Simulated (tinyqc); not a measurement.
Thermal resistances of a two-die stack.

Inverse problem. Heat leaves through the lower die only, and the system is linear. Find the resistance R1 from the lower die to the coolant, R2 between the dies, and the rise of the upper die when both are powered.

Parameters, values chosen for the exercise:
- P1 = 14 W (power of the lower die)
- P2 = 4.1 W (power of the upper die)

rises of the lower and upper die with only the lower one powered (K): 4.48  4.48
rises of the lower and upper die with only the upper one powered (K): 1.312  3.034

Solution. With only the lower die powered no heat crosses R2, so both dies rise by P1 R1; the difference in the second test is P2 R2; rises add.

R1 = 0.3200 K/W
R2 = 0.4200 K/W
rise of the upper die = 7.514 K

Program tinyqc, `OMP_NUM_THREADS=1 python tinyqc.py 2162028 2162029 out.jsonl`; Intel Xeon 2.30GHz, shared host, one thread, about 0.04 s.
